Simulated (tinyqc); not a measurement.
What moves the results: finite square well with mass mismatch (envelope functions). A value that a table varies takes the place of the one given here.

A square well of width L and depth V0, mass mw inside and mb outside, energies from the bottom of the well, c = hbar^2/2m0. k = sqrt(mw E/c), kappa = sqrt(mb (V0 - E)/c). psi and psi'/m are continuous at the walls (BenDaniel-Duke), so level n solves k L + 2 atan[(k/mw)/(kappa/mb)] = n pi.

Non-parabolic bands: mw is replaced by mw (1 + alpha_w E) and mb by mb (1 - alpha_b (V0 - E)), in k, kappa and the matching condition alike.

Constants: hbar^2/2m0 = 3.80998211 eV angstrom^2.

Parameters, chosen for this exercise (near those of an InGaAs well in InAlAs; the results hold for these values, not for the real material): V0 = 0.52 eV (barrier height); mw = 0.0407 m0 (mass in the well); mb = 0.0774 m0 (mass in the barrier); Ls = (21, 32, 47, 71, 107, 160, 240) angstrom (widths); L = 171 angstrom (well width); alpha_w = 1.09 1/eV (non-parabolicity in the well); alpha_b = 0.64 1/eV (non-parabolicity in the barrier).

## Width of the well

Levels against L, beside the infinite well E1(hard) = c (pi/L)^2/mw; Pb is the probability of level 1 in the barriers; a dash marks an unbound level.

Levels:

| L (angstrom) | bound levels | E1 (eV) | E2 (eV) | E1(hard) (eV) | Pb |
|---|---|---|---|---|---|
| 21 | 1 | 0.2861 | - | 2.0950 | 0.351 |
| 32 | 1 | 0.2007 | - | 0.9023 | 0.202 |
| 47 | 2 | 0.1339 | 0.4995 | 0.4182 | 0.110 |
| 71 | 2 | 0.0801 | 0.3232 | 0.1833 | 0.051 |
| 107 | 3 | 0.0448 | 0.1810 | 0.0807 | 0.022 |
| 160 | 4 | 0.0239 | 0.0959 | 0.0361 | 0.008 |
| 240 | 6 | 0.0121 | 0.0483 | 0.0160 | 0.003 |

How do the results move?

The infinite well overestimates E1 by a factor 7.32 at 21 angstrom and 1.33 at 240 angstrom. The local exponent d ln E1/d ln L goes from -0.84 (first two rows) to -1.68 (last two), towards the -2 of hard walls, as Pb falls from 0.351 to 0.003. E2 - E1 is largest at 47 angstrom of the widths listed.

## Levels of description

The same well five ways. mb = mw: the barrier takes the mass of the well. psi' continuous: kappa holds mb but the condition drops the masses, k L + 2 atan(k/kappa) = n pi. The last column is measured against BenDaniel-Duke.

Levels (eV):

| model | E1 | E2 | E3 | E1 - E1(BDD) (meV) |
|---|---|---|---|---|
| infinite walls | 0.0316 | 0.1264 | 0.2844 | 10.2 |
| mb = mw | 0.0236 | 0.0936 | 0.2078 | 2.2 |
| BenDaniel-Duke | 0.0214 | 0.0860 | 0.1943 | 0.0 |
| psi' continuous | 0.0254 | 0.1004 | 0.2211 | 4.0 |
| non-parabolic | 0.0223 | 0.0844 | 0.1755 | 0.9 |

What does this show, and why?

Hard walls put E1 10.2 meV too high. Ignoring the mass step moves it by +2.2 meV and the wrong matching by +4.0 meV: with mb/mw = 1.90, continuity of psi'/m lets the slope outside be 1.90 times the slope inside, which acts like a softer wall. Non-parabolicity shifts E1 by +0.9 meV, the balance of a heavier mass in the well, which lowers it, and a lighter mass deep in the barrier, which hardens the wall. Among the finite wells the largest departure in E1 is that of the model 'psi' continuous'.

## What each parameter does

Parabolic bands. Pb is the probability of level 1 in the barriers, (A^2/kappa)/(A^2/kappa + L/2 + sin(kL)/(2k)) with A = cos(kL/2). Each row changes one parameter from the base and keeps the others.

Results:

| case | E1 (eV) | bound levels | Pb | V0 - E1 (eV) |
|---|---|---|---|---|
| base | 0.0214 | 5 | 0.0072 | 0.4986 |
| L = 188 angstrom | 0.0183 | 5 | 0.0057 | 0.5017 |
| V0 = 0.442 eV | 0.0208 | 4 | 0.0088 | 0.4212 |
| mw = 0.0366 m0 | 0.0229 | 4 | 0.0084 | 0.4971 |
| mb = 0.0619 m0 | 0.0222 | 5 | 0.0069 | 0.4978 |

What does this show?

The largest shifts from the base row, up to three for each result and ties (the steps differ in size, so this ranks the rows, not the parameters). E1 (eV): L -0.0031, mw +0.0015, mb +0.0008. bound levels: V0 -1, mw -1; unchanged at the printed digits by L and mb. Pb: V0 +0.0016, L -0.0015, mw +0.0011. V0 - E1 (eV): V0 -0.0774, L +0.0031, mw -0.0015.

Run: tinyqc, `OMP_NUM_THREADS=1 python tinyqc.py 1281939 1281940 out.jsonl`; Intel(R) Xeon(R) Processor @ 2.30GHz, one thread, shared host; about 0.01 s of CPU time with all checks.
